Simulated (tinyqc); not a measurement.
bcc against fcc: Finnis-Sinclair potential for a bcc metal: fit to cohesion and elasticity, then vacancy, surfaces and structure. Computed by tinyqc, a small Python program. Command: `OMP_NUM_THREADS=1 python tinyqc.py 3111278 3111279 out.jsonl fsfit walk`. One thread of a shared host (Intel(R) Xeon(R) Processor @ 2.30GHz), about 0.01 s of CPU time with the checks.

E = (1/2) sum V(r) - A sqrt(rho), rho = sum phi(r), phi = (r - d)^2 for r < d, V = (r - c)^2 (c0 + c1 r + c2 r^2) for r < c. In bcc the 8 first neighbours lie at sqrt(3) a/2 and the 6 second at a; both cut-offs lie below the third shell; Omega = a^3/2; E is per atom and z the number of atoms in a shell. The four constants A, c0, c1, c2 are fitted to E_c, zero pressure, B and C12 - C44 alone, so C44 and C11 - C12 are not matched singly; defects are unrelaxed.

Inputs (values chosen for the exercise, modelled on molybdenum):
```
quantity,value,unit
lattice constant a,3.147,angstrom
cohesive energy E_c,6.69,eV
target C11,472,GPa
target C12,160,GPa
target C44,106,GPa
density cut-off d/a,1.323,-
pair cut-off c/a,1.047,-
```

Constants: 1 eV/angstrom^3 = 160.2176634 GPa.

Method:
- rho = sum z phi, rho1 = sum z r phi', rho2 = sum z r^2 phi''. At zero pressure the effective pair part V + 2 F' phi obeys C12 = C44, so C12 - C44 = F'' (rho1/3)^2/Omega with F'' = A/(4 rho^(3/2)); this gives A.
- With v_k = (r - c)^2 r^k the rows are (1/2) sum z v_k, (1/2) sum z r v_k' and (1/2) sum z r^2 v_k''. With rho1 = sum z r phi' and rho2 = sum z r^2 phi'' the right-hand sides are: -E_c + A sqrt(rho) (cohesion); A rho1/(2 sqrt(rho)) (zero pressure); 9 B Omega + A [rho2/(2 sqrt(rho)) - rho1^2/(4 rho^(3/2))] with B = (C11 + 2 C12)/3.
- Solve the three equations.
- E of each lattice against the volume per atom, as a multiple of Omega; all neighbours inside the cut-offs are summed.

c0, c1, c2 (eV/angstrom^2, eV/angstrom^3, eV/angstrom^4): [134.725, -102.620, 19.763]

A = 2.00673 eV/angstrom

Energies (eV/atom):
```
V/Omega,bcc,fcc,fcc less bcc (meV)
0.80,-5.8580,-6.7604,-902.34
0.84,-6.2320,-6.8103,-578.32
0.88,-6.4636,-6.7085,-244.82
0.92,-6.5990,-6.5227,76.29
0.96,-6.6687,-6.3028,365.90
1.00,-6.6900,-6.0845,605.50
1.05,-6.6579,-5.8501,807.76
1.10,-6.5560,-5.6846,871.38
1.20,-6.1524,-5.5959,556.50
```

What follows from these numbers?

The lowest fcc row, at V/Omega = 0.84, lies -120 meV from the bcc minimum: this choice of cut-offs does not keep bcc safely stable.

Extremes, crossings and ranges named in words are read from the listed rows.
